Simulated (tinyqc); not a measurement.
Inside a calculation: Wannier-Stark ladder of a miniband. Values are carried at full precision from step to step, so a last printed digit may differ when a step is redone from the rounded ones.

One state in each well j = -(Nw - 1)/2 ... (Nw - 1)/2: H_jj = j e F d, H_(j,j+1) = -W/4; 1 kV/cm = 0.01 meV/angstrom. In an infinite chain the levels are j e F d and the state of well 0 has amplitude J_j(x) in size on well j, x = W/(2 e F d).

Constants: hbar = 6.58211957e-16 eV s.

Values chosen for the exercise (near those of a non-polar GaN/AlGaN superlattice; the results hold for these values, not for the real material): W = 70 meV (miniband width); d = 30 angstrom (period); F = 48 kV/cm (field); Nw = 7 (wells).

## Scales

Give e F d, x, the Bloch frequency e F d/(2 pi hbar) and period, and the swing W/(e F) of a wave packet.

e F d = 14.400 meV
x = 2.4306
frequency = 3.482 THz
period = 0.287 ps
swing = 146 angstrom

## The matrix

Fill it in.

H (meV), lower triangle:
```
         -3       -2       -1        0        1        2       3
-3  -43.200
-2  -17.500  -28.800
-1        0  -17.500  -14.400
0         0        0  -17.500        0
1         0        0        0  -17.500   14.400
2         0        0        0        0  -17.500   28.800
3         0        0        0        0        0  -17.500  43.200
```

## Levels and the middle state

Diagonalise; give the levels, their spacings and the weights of the middle level on the wells.

levels (meV): -57.841  -33.893  -15.692  0.000  15.692  33.893  57.841

spacings (meV): 23.947  18.201  15.692  15.692  18.201  23.947

weights: 0.0304  0.1849  0.2847  0.0001  0.2847  0.1849  0.0304

The spacing in the middle is 1.0897 e F d and at the ends 1.663 e F d; states that reach the ends of the stack are pushed apart.

## Bessel amplitudes

With x = W/(2 e F d): J_j(x)^2 for j = 0 to 5, their running sum over -j ... j, and the spread sqrt(sum j^2 J_j^2) = x/sqrt2. For a hole fixed in well 0 the J_j^2 are the strengths of the optical lines at j e F d.

Weights:

| j | J_j^2 | sum |
|---|---|---|
| 0 | 0.0002 | 0.0002 |
| 1 | 0.2637 | 0.5275 |
| 2 | 0.1899 | 0.9074 |
| 3 | 0.0415 | 0.9904 |
| 4 | 0.0045 | 0.9994 |
| 5 | 0.0003 | 1.0000 |

spread = 1.719 periods

The strongest line is j = +/-1.

## Checks

- Weight on well 1 of the middle state of 61 wells against J_1(x)^2: both 0.2637.

(tinyqc, `OMP_NUM_THREADS=1 python tinyqc.py 1250319 1250320 out.jsonl`, Intel(R) Xeon(R) Processor @ 2.30GHz, 1 thread, shared host, about 0.01 s.)
